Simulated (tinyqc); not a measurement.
Donor or exciton in a quantum well (variational effective-mass method). From one set of inputs to another, one input at a time. Computed by tinyqc, a small Python program. Command: `OMP_NUM_THREADS=1 python tinyqc.py 3031995 3031996 out.jsonl welldonor ladder`. One thread of a shared host (Intel(R) Xeon(R) Processor @ 2.30GHz), about 0.08 s of CPU time with the checks.

Electron and hole in their lowest subbands f(z) = cos(pi z/L); relative in-plane motion exp(-rho/lambda) (separable trial function), H = -nabla_rho^2 - 2/sqrt(rho^2 + (z_e - z_h)^2) in effective units. Mass and screening are the same in well and barrier; l = L/a* is the width in effective units. Bands are flat: no polarisation or applied field.

The inputs printed are set A. Inputs not listed in the table keep their values of set A, so the rows need not describe a real material.

Inputs (values chosen for the exercise, modelled on ZnSe):

| quantity | value | unit |
|---|---|---|
| electron mass m | 0.144 | m_0 |
| dielectric constant eps | 9.12 | - |
| well width L | 1.6 | nm |
| in-plane hole mass m_h | 0.429 | m_0 |

Centre: exciton. Barriers: infinite.

Constants: Ry = 13.605693123 eV; a_0 = 0.529177210903 angstrom.

Method:
- mu = m m_h/(m + m_h) takes the place of m; Ry* = Ry m/eps^2, a* = a_0 eps/m; l = L/a*.
- k = pi/l; f = cos(k z) inside and zero outside.
- Binding E_b(lambda) = -1/lambda^2 + (8/lambda^2) int_0^l P(z) g(z) dz, with P(z) = (2/l) [(1 - z/l)(1 + cos(2 pi z/l)/2) + (3/(4 pi)) sin(2 pi z/l)] the distribution of |z_e - z_h| and g(z) = int_z^infinity exp(-2 sqrt(r^2 - z^2)/lambda) dr = int_0^infinity exp(-2 rho/lambda) rho/sqrt(rho^2 + z^2) d rho; 40 Gauss-Legendre points in z and 40 in t with rho = lambda t/(1 - t).
- Golden-section search for the maximum over lambda from 0.3 to 4, 40 steps.

Each row keeps all changes above it:

| input moved | from | to | binding energy (meV) | radius lambda a* (nm) | binding in Ry* |
|---|---|---|---|---|---|
| set A | - | - | 49.850 | 3.0534 | 2.8266 |
| in-plane hole mass m_h (m_0) | 0.429 | 0.753 | 54.338 | 2.7879 | 2.7479 |
| dielectric constant eps | 9.12 | 11.1 | 38.465 | 3.2615 | 2.8816 |
| well width L (nm) | 1.6 | 1.5 | 39.030 | 3.2218 | 2.9239 |
| electron mass m (m_0) | 0.144 | 0.316 | 61.338 | 1.9939 | 2.4955 |

Binding energy goes from 49.8 to 61.3, a factor 1.23 in all. The largest single move comes from electron mass m (a factor 1.57), and dielectric constant eps works against it (a factor 0.708). Radius lambda a* goes from 3.05 to 1.99, a factor 0.653 in all. The largest single move comes from electron mass m (a factor 0.619), and dielectric constant eps works against it (a factor 1.17). Binding in Ry* goes from 2.83 to 2.50, a factor 0.883 in all. The largest single move comes from electron mass m (a factor 0.853), and dielectric constant eps works against it (a factor 1.05). The single moves hold for this order of the switches; the total does not depend on the order.

Caution (all rows): so narrow a well has large confinement energy, where non-parabolicity and barrier penetration matter.

Extremes, crossings and ranges named in words are read from the listed rows.
